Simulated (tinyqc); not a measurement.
## Inversion coefficient and width from gm/I

Problem. Without velocity saturation gm n Vt/I = 2/(1 + sqrt(1 + 4 IC)), IC = I/Ispec, Ispec = 2 n mu Cox (W/L) Vt^2. Find IC and the width W for I = 100 uA.

Values chosen for this exercise: temperature T = 400 K; gate length L = 28 nm; gate capacitance Cox = 0.95 uF/cm^2; mobility mu = 220 cm^2/(V s); slope factor n = 1.42.

Constants: q = 1.602176634e-19 C, kB = 1.380649e-23 J/K, Vt = kB T/q. Results are converted to the units shown.

gm n Vt/I = 0.92255003

Solution. With x the given ratio, IC = (1 - x)/x^2.

IC = 0.09100
W = 43.63 um

Computed by the program tinyqc: `OMP_NUM_THREADS=1 python tinyqc.py 2150028 2150029 out.jsonl`, one thread of a shared Intel Xeon 2.30GHz, about 0.01 s for the whole run.
